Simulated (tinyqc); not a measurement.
Valley-orbit splitting of a donor ground state, with strain: one step, computed by the program tinyqc. Command: `OMP_NUM_THREADS=1 python tinyqc.py 3017474 3017475 out.jsonl valleyorbit walk`. One thread of a shared host (Intel(R) Xeon(R) Processor @ 2.30GHz), about 0.01 s of CPU time with the checks.

The basis is the 1s envelope in each valley; energies are counted from the unstrained conduction-band edge. The strain is e_s (a a^T - 1/3) for the unit stress axis a, so valley j along n_j moves by Xi_u e_s w_j with w_j = (n_j.a)^2 - 1/3: +2/3 for [111], -2/9 for the others.

Problem. Levels without strain. By symmetry: E(A1) = E_0 + Lambda + 3 Delta_1 (one state), E(T2) = E_0 + Lambda - Delta_1 (three), as binding energies.

Inputs (values chosen for the exercise, modelled on donors in germanium): single-valley binding energy E_0 = 9.65 meV; central-cell shift Lambda = 0.61 meV; coupling Delta_1 = 0.8 meV.

Valleys: four along <111>. Stress axis: [111].

Give: E(A1); E(T2).

Solution.

E(A1) = 12.66 meV

E(T2) = 9.46 meV

Only A1 has all valley amplitudes in phase, so only it has weight at the nucleus.
